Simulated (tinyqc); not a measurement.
Conductance of a narrow metal strip with scatterers (square lattice, Green functions), step by step. Values are carried at full precision from step to step, so a last printed digit may differ when a step is redone from the rounded ones.

A strip of W sites across with hard walls, site energy 0 and hopping -t. Mode n = 1 to W has profile chi_n(j) = sqrt(2/(W + 1)) sin(n j pi/(W + 1)) and energy en = -2t cos(n pi/(W + 1)); E = en - 2t cos(kn a). With z_n = exp(i kn a) (Im k > 0 for closed modes, |z| < 1) each lead gives the self-energy -t z_n in mode n. One column carries the site energies v, here a notch at the edge (a site raised out of reach). In the mode basis V_nm = sum_j chi_n(j) v_j chi_m(j), G = (E - en + 2 t z_n - V)^-1, and t_nm = 2t sqrt(sin(kn a) sin(km a)) G_nm in size for open modes. T = sum |t_nm|^2, conductance (2e^2/h) T.

Constants: e^2/h = 3.874045865e-05 S.

Parameters, chosen for this exercise (hopping and spacing of the size met in Cu or Al; the lattice is a model; shifted at random, so the results belong to these values and not to a real crystal):

| symbol | value | unit | meaning |
|---|---|---|---|
| t | 1.01 | eV | hopping |
| a | 2.84 | angstrom | spacing |
| W | 3 |  | sites across |
| E | -0.21 | eV | Fermi energy |
| v | (50, 0, 0) | eV | site energies in the scattering column |

## Modes at the Fermi energy

For each n: en, cos(kn a) = (en - E)/(2t), z_n and the velocity 2 t a sin(kn a) (zero if closed).

Modes:

| n | en (eV) | cos(k a) | z | dE/dk (eV angstrom) |
|---|---|---|---|---|
| 1 | -1.4284 | -0.60315 | -0.60315+0.79763i | 4.5758 |
| 2 | 0.0000 | 0.10396 | 0.10396+0.99458i | 5.7057 |
| 3 | 1.4284 | 0.81107 | 0.81107+0.58495i | 3.3558 |

3 of 3 modes are open, so the clean strip has a resistance of 4302 ohm, whatever its length.

## The scatterer in the mode basis

Form V_nm.

V (eV), lower triangle:
```
         n=1      n=2      n=3
n=1  12.5000
n=2  17.6777  25.0000
n=3  12.5000  17.6777  12.5000
```

A single site couples every mode that has amplitude on it.

## Green function and transmission

E - en + 2 t z_n = 2t (z_n - cos(kn a)). Invert, form |t_nm|^2 = (2t)^2 Im(z_n) Im(z_m) |G_nm|^2 and sum. The added resistance is 1/(2 (e^2/h) T) less the same for the clean strip.

G (1/eV):
```
                 n=1              n=2              n=3
n=1  -0.0051-0.4644i  -0.0058+0.1772i  -0.0069+0.2131i
n=2  -0.0058+0.1772i  -0.0065-0.2967i  -0.0079+0.2417i
n=3  -0.0069+0.2131i  -0.0079+0.2417i  -0.0094-0.5558i
```

|t_nm|^2, lower triangle:
```
        n=1     n=2     n=3
n=1  0.5599
n=2  0.1018  0.3556
n=3  0.0865  0.1388  0.4313
```

T = 2.0011
added resistance = 2148 ohm

Mode 2 passes least (0.596) and mode 1 most (0.748); 32.7 % of the transmitted flux changes mode.

## Checks

- Transmitted plus reflected flux against the number of open modes: both 3.00000.

Run: tinyqc, `OMP_NUM_THREADS=1 python tinyqc.py 1450140 1450141 out.jsonl`; Intel(R) Xeon(R) Processor @ 2.30GHz, one thread, shared host; about 0.01 s of CPU time with all checks.
